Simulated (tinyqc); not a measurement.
Two channel transmissions from conductance and noise.

Inverse problem. A contact has two spin-degenerate channels: G = (2 q^2/h)(T1 + T2), Fano factor F = [T1 (1 - T1) + T2 (1 - T2)]/(T1 + T2), T1 > T2. Find T1 and T2.

G in units of 2 q^2/h = 0.93
Fano factor = 0.29365591

Solution. With g = T1 + T2, T1^2 + T2^2 = g (1 - F), so (T1 - T2)^2 = 2 g (1 - F) - g^2.

T1 = 0.800
T2 = 0.130

Program tinyqc, `OMP_NUM_THREADS=1 python tinyqc.py 2740040 2740041 out.jsonl`; Intel Xeon 2.30GHz, shared host, one thread, about 0.04 s.
